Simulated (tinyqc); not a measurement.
Thinning the film: dielectric confinement in a thin film (image charges).

A film |z| < t/2 of dielectric constant eps between half-spaces of dielectric constant e2; lam = (eps - e2)/(eps + e2), q = e^2/(4 pi eps0). The self-energy of a band edge is taken with the high-frequency value, e2 = eh, and the field of a fixed ion with the static one, e2 = eo. A charge at z has images lam^|n| at n t + (-1)^n z. Its self-energy is S(z) = (q/2 eps) sum over n >= 1 of lam^n [1/(n t - 2z) + 1/(n t + 2z)] for odd n and 2 lam^n/(n t) for even n; at the centre S(0) = -(q/(eps t)) ln(1 - lam).

Donor at the centre, lam from the static eo, trial function cos(pi z/t) exp(-rho/l): E(l) = c/(m l^2) - (q/eps) times the integral over k of F(k t) (1 + (k l/2)^2)^(-3/2), with F(x) = F0 + 2 lam exp(-x) G/(1 - lam exp(-x)), F0 = 2[(1 - exp(-x/2))/x + x (1 + exp(-x/2))/(x^2 + 4 pi^2)], G = 2 sinh(x/2)[1/x - x/(x^2 + 4 pi^2)]; c = hbar^2/2m0. The binding energy is -E at the minimum, counted from the subband edge with its self-energy.

Constants: e^2/(4 pi eps0) = 14.39964547 eV angstrom; hbar^2/2m0 = 3.80998211 eV angstrom^2; Ry = 13.60569312 eV.

Parameters, chosen for this exercise (near those of a Si (100) film, two-fold valleys, in vacuum; the results hold for these values, not for the real material): eps = 11.6 (dielectric constant of the film); eh = 1 (high-frequency dielectric constant outside); eo = 1 (static dielectric constant outside); m = 0.194 m0 (mass in the plane); mz = 0.92 m0 (mass across the film); ts = (12, 18, 26, 38, 55, 80, 120) angstrom (thicknesses).

<S> is the mean over (2/t) cos^2(pi z/t); confinement c (pi/t)^2/mz; donor binding with and without images.

Results:
```
t (angstrom)  <S> (meV)  confinement (meV)  binding, no images (meV)  binding (meV)  l (angstrom)
12                209.8              283.8                      58.8          359.8          14.1
18                139.9              126.2                      53.5          267.3          16.8
26                 96.8               60.5                      48.2          203.4          19.6
38                 66.3               28.3                      42.6          152.9          22.9
55                 45.8               13.5                      37.0          115.4          26.8
80                 31.5                6.4                      31.5           86.7          31.3
120                21.0                2.8                      26.0           63.4          37.0
```

How do the results move, and what explains it?

Between 120 and 12 angstrom the binding goes from 63.4 to 359.8 meV; quantum confinement alone would take it from 26.0 to 58.8, so the images supply +37.4 and +301.0 meV. |<S>| goes as 1/t and exceeds the confinement energy beyond 16 angstrom. For t well above a* = 32 angstrom the separable trial function underbinds, which affects the last rows.

Run: tinyqc, `OMP_NUM_THREADS=1 python tinyqc.py 1281754 1281755 out.jsonl`; Intel(R) Xeon(R) Processor @ 2.30GHz, one thread, shared host; about 0.1 s of CPU time with all checks.
